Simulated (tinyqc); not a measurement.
Thermal displacements in the Debye model: Debye-Waller factors, bond-length spread and the Lindemann rule: one step, computed by the program tinyqc.

A Debye spectrum with three branches of one velocity, cut at k_B Theta; 8 atoms per cube, nearest neighbours at d = 0.433013 a.

Problem. Mean-square displacement. <u_x^2> = (3 hbar^2/(2 M k_B Theta)) int_0^1 s coth(s Theta/(2T)) ds (64 Gauss-Legendre points); it tends to 3 hbar^2/(4 M k_B Theta) at T = 0 and to 3 hbar^2 T/(M k_B Theta^2) at high T. B = 8 pi^2 <u_x^2>.

Inputs (values chosen for the exercise, modelled on silicon): atomic mass M = 28.09 u; Debye temperature Theta = 560 K; temperature T = 77 K.

Structure: diamond.

Constants: hbar^2/u = 4.18015928e-03 eV angstrom^2; k_B = 8.617333262e-05 eV/K.

Give: <u_x^2>; zero-point value; classical value; B factor.

Solution.

<u_x^2> = 0.002600 angstrom^2

zero-point value = 0.002313 angstrom^2

classical value = 0.001272 angstrom^2

B factor = 0.2053 angstrom^2

The zero-point value is 89.0 % and the classical value 48.9 % of the full result; the two are limits, not parts that add.
